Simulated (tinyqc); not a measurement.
Gas flow in a process chamber: flow regimes, conductance, effective pumping speed, pump-down, outgassing and purge: one step, computed by the program tinyqc. Command: `OMP_NUM_THREADS=1 python tinyqc.py 3120987 3120988 out.jsonl pump walk`. One thread of a shared host (Intel(R) Xeon(R) Processor @ 2.30GHz), about 0.09 s of CPU time with the checks.

Ideal gas, isothermal flow, a pump of constant speed at the end of a round pipe; process gas, volume gas and outgassing are given the same properties. 1 sccm = 101325 Pa x 1e-6 m^3/60 s x T/273.15 K.

Question. Molecular flow. Mean speed c = sqrt(8 k_B T/(pi m)); aperture conductance C_a = c pi d^2/16; molecular pipe C_m = C_a/(1 + 3 l/(4 d)) (Dushman form); viscous pipe C_v = pi d^4 p_mean/(128 eta l); Knudsen interpolation C = C_v + C_m (1 + x)/(1 + 1.24 x), x = d p_mean sqrt(m/(k_B T))/eta. Effective speed 1/S_eff = 1/S + 1/C_m; time constant V/S_eff; pressure at which the free path k_B T/(sqrt2 pi d_m^2 p) equals d.

Inputs (values chosen for the exercise, modelled on oxygen near room temperature):
```
quantity,value,unit
molar mass M,32,g/mol
molecular diameter,0.36,nm
temperature T,350,K
chamber volume V,7.9,L
pipe diameter d,10,cm
pipe length l,46,cm
pump speed S,72,L/s
```

Constants: k_B = 1.380649e-23 J/K; u = 1.6605390666e-27 kg.

Give: mean speed c; C_a; C_m; S_eff in molecular flow; time constant; pressure where the free path equals d.

Answer.

mean speed c = 481.2 m/s

C_a = 944.9 L/s

C_m = 212.3 L/s

S_eff in molecular flow = 53.77 L/s

time constant = 0.1469 s

pressure where the free path equals d = 0.08392 Pa

The pipe passes on 75 % of the pump speed.
